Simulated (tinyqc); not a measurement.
Speed against selectivity over temperature: anisotropic wet etching of Si(100): plane rates, V-grooves, membranes and undercut. Computed by tinyqc, a small Python program. Command: `OMP_NUM_THREADS=1 python tinyqc.py 3031996 3031997 out.jsonl wetetch walk`. One thread of a shared host (Intel(R) Xeon(R) Processor @ 2.30GHz), about 0.01 s of CPU time with the checks.

A long slot opens the mask on a (100) wafer. The floor etches at R100; (111) walls stand at theta = arctan(sqrt2) = 54.7356 degrees to the surface and recede at R111 along their normal.

Inputs (values chosen for the exercise, close to those used for tetramethylammonium hydroxide solutions):

| quantity | value | unit |
|---|---|---|
| prefactor k0 of the (100) rate | 7.8e+08 | um/min |
| activation energy of (100), E | 0.622 | eV |
| ratio (100)/(111) at 80 C | 38 | - |
| extra energy of (111), dE | 0.1 | eV |
| ratio (100)/oxide at 80 C | 2100 | - |
| extra energy of the oxide, dE_ox | 0.23 | eV |
| misalignment of the mask | 0.5 | degrees |
| wafer thickness d | 380 | um |
| membrane thickness wanted | 5.3 | um |

Constants: k_B = 8.617333262e-05 eV/K.

Method:
- R100 = k0 exp(-E/(k_B T)); a ratio given at 80 C scales as exp[(extra energy/k_B)(1/T - 1/353.15 K)]; R111 and R_ox follow by division.
- Temperatures in kelvin are T(C) + 273.15.
- Each row etches to the depth d - membrane; undercut per side = (R111/sin(theta) + R100 sin(misalignment)) x time.

Etching to a fixed depth:

| T (C) | R100 (um/min) | R100/R111 | time (h) | undercut (um) | oxide consumed (nm) |
|---|---|---|---|---|---|
| 30 | 0.0356 | 65.337 | 175.39 | 10.294 | 51.30 |
| 40 | 0.0762 | 57.819 | 82.00 | 11.207 | 67.95 |
| 50 | 0.1554 | 51.555 | 40.18 | 12.171 | 88.46 |
| 60 | 0.3039 | 46.287 | 20.55 | 13.184 | 113.35 |
| 70 | 0.5713 | 41.819 | 10.93 | 14.244 | 143.16 |
| 80 | 1.0365 | 38.000 | 6.02 | 15.346 | 178.43 |
| 90 | 1.8197 | 34.713 | 3.43 | 16.490 | 219.71 |
| 100 | 3.0998 | 31.864 | 2.01 | 17.672 | 267.54 |

From 30 to 100 C the time falls by a factor 87.1, while the oxide loss grows by 5.22 and the undercut by 1.72: the slower planes and the mask have the higher activation energies, so heat costs selectivity. Misalignment gives 3.27 um of the undercut at any T.
